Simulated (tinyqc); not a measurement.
Resistance of a tapered via with liner, size effect and interface: one step of the calculation.

A round via whose diameter grows from db at the bottom as D(z) = db + 2 z/tan(ang). The fill, of diameter D - 2 tl, starts above the bottom liner (thickness fb tl) and has rho = rho0 (1 + ks lam/(D - 2 tl)); the sidewall liner conducts in parallel with it. The bottom liner and the interface are crossed over the full area pi db^2/4. Spreading in the lines above and below is left out.

Task. Total resistance. R_fill = sum of the slices; R_bottom = rl fb tl/(pi db^2/4); R_interface = ri/(pi db^2/4); ballistic (Sharvin) limit 1/(Sb pi (db - 2 tl)^2/4); ideal cylinder rho0 hv/(pi db^2/4).

Inputs (values chosen for the exercise); fill metal close to ruthenium:
```
symbol    value      unit                                               meaning
db           31        nm                                diameter at the bottom
hv           85        nm                                                height
rho0        7.6   uohm cm                          bulk resistivity of the fill
tl          0.1        nm                                 liner on the sidewall
fb            1                   liner at the bottom over that on the sidewall
rl          180   uohm cm                              resistivity of the liner
ri      2.2e-12  ohm cm^2                   interface resistivity at the bottom
Sb       1.5e15     S/m^2  ballistic conductance per area, about 3/(4 rho0 lam)
```

```
slice,slice resistance (ohm)
0,1.1703859
1,1.0688978
2,0.97996251
3,0.90160417
4,0.83221904
5,0.77049483
6,0.71534963
7,0.66588521
8,0.62135092
```

Wanted: parts; R; shares; ballistic limit; ideal cylinder.

Result.

parts (ohm): fill 7.726, bottom liner 0.2385, interface 0.2915
R = 8.256 ohm
shares (%): fill 93.58, bottom liner 2.89, interface 3.53
ballistic limit = 0.8948 ohm
ideal cylinder = 8.559 ohm

The fill is the largest part, and R is 0.965 times the ideal cylinder. With 2000 slices R = 8.2593 ohm.

Computed by the program tinyqc: `OMP_NUM_THREADS=1 python tinyqc.py 2750149 2750150 out.jsonl`, one thread of a shared Intel Xeon 2.30GHz, about 0.01 s for the whole run.
